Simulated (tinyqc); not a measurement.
Comparisons within one model: fitting sp3s* parameters to three gaps by Newton steps. A value that a table varies takes the place of the one given here.

sp3s* tight binding, nearest neighbours only: anion (a) at 0, cation (c) at a/4 (1,1,1), orbitals s, px, py, pz, s* on each; k in units of 2 pi/a. With phases e_j = exp(i (pi/2) k.n_j) for n = (1,1,1), (1,-1,-1), (-1,1,-1), (-1,-1,1): g0 = (e1+e2+e3+e4)/4, g1 = (e1+e2-e3-e4)/4, g2 = (e1-e2+e3-e4)/4, g3 = (e1-e2-e3+e4)/4. The diagonal holds the levels Esa, Epa, Exa (s*) and Esc, Epc, Exc. Anion-cation block: <sa|sc> = Vss g0; <sa|xc> = Vsapc g1; <xa|sc> = -Vscpa g1; <xa|xc> = Vxx g0; <xa|yc> = <ya|xc> = Vxy g3, <xa|zc> = <za|xc> = Vxy g2, <ya|zc> = <za|yc> = Vxy g1; <s*a|xc> = Vxapc g1; <xa|s*c> = -Vpaxc g1; y and z take g2 and g3 in place of g1; s-s* and s*-s* vanish.

Gaps are level 5 at Gamma, X = (1,0,0) and L = (1/2,1/2,1/2) less level 4 at Gamma; no spin-orbit coupling. Free parameters: Esa, Vxapc and Vscpa. H is linear in them, so by Hellmann-Feynman J_ij = <u|dH/dp_j|u> for level 5 at point i less the same for level 4 at Gamma. Newton: p(new) = p + J^-1 (target - gaps); stop when all misses are below 1e-7 eV.

Constants: hbar^2/2m0 = 3.80998211 eV angstrom^2.

Parameters, chosen for this exercise (out of a larger set: near a published set for GaAs, fitted to gaps, whose masses and valley positions are rough; not measured data):
- p = (-8.399, 1.045, -2.64, 3.668, 8.567, 6.727, -6.489, 1.942, 5.065, 4.447, 5.748, 4.837, 4.8) eV (start, order Esa, Epa, Esc, Epc, Exa, Exc, Vss, Vxx, Vxy, Vsapc, Vscpa, Vxapc, Vpaxc)
- tg = (1.6221, 1.8914, 1.7335) eV (target gaps at Gamma, X, L)
- a = 5.652 angstrom (lattice constant)

## Equal gaps, different models

The same three targets are met with other triples of free parameters (those for which Newton converges within 3 eV of the start). Not fitted: level 5 at K = (3/4,3/4,0) above Ev, the spacing of levels 6 and 5 at X, the depth of level 2 at X below Ev, the valence width at Gamma, and the mass c q^2/(E(q) - E(0)) of level 5 along [100], q = 0.002 (2 pi/a), c = hbar^2/2m0.

Unfitted results:
```
free parameters,largest change (eV),K (eV),X spacing (eV),level 2 at X (eV),valence width (eV),mass (m0)
start,0.000,1.947,0.361,7.463,12.632,0.1224
"Vss, Vxapc, Vpaxc",0.814,1.899,0.982,7.266,12.687,0.1280
"Esc, Vxapc, Vpaxc",0.653,1.898,0.904,7.256,12.608,0.1274
"Vss, Vsapc, Vpaxc",1.286,1.902,1.296,7.171,12.687,0.1311
"Esa, Vxapc, Vscpa",0.252,1.893,0.622,7.700,12.502,0.1182
"Vss, Exa, Exc",2.208,1.899,1.103,7.377,12.687,0.1280
```

All fitted rows have the same three gaps, yet they spread by 9 meV at K, 674 meV in the X spacing, 529 meV in level 2 at X, 185 meV in the valence width and 10.2 % in the mass. The smallest change of parameters, 0.252 eV, is that of Esa, Vxapc, Vscpa. A fit fixes what it was given and leaves the rest to the choice of free parameters.

## How errors in the targets pass to the parameters

J:
```
,Esa,Vxapc,Vscpa
Gamma,0.29720,0.00000,0.00000
X,0.10588,-0.85405,0.00000
L,0.14744,-0.23571,0.32449
```

The gaps at Gamma, X and L of an sp3s* model are fitted with Esa, Vxapc and Vscpa; J holds the derivatives of the gaps by these parameters at the start. The change of each parameter for +10 meV on one target is 10 J^-1, in meV.

Shifts (meV):
```
target raised,Esa,Vxapc,Vscpa
Gamma,33.6,4.2,-12.3
X,0.0,-11.7,-8.5
L,0.0,0.0,30.8
```

root sum of squares (meV): Esa 33.6, Vxapc 12.4, Vscpa 34.2

Independent errors of 10 meV leave Vscpa least certain (34 meV) and Vxapc best fixed (12.4 meV). The largest single entry, 34 meV, comes from the target at Gamma.

Run: tinyqc, `OMP_NUM_THREADS=1 python tinyqc.py 1482502 1482503 out.jsonl`; Intel(R) Xeon(R) Processor @ 2.30GHz, one thread, shared host; about 0.2 s of CPU time with all checks.
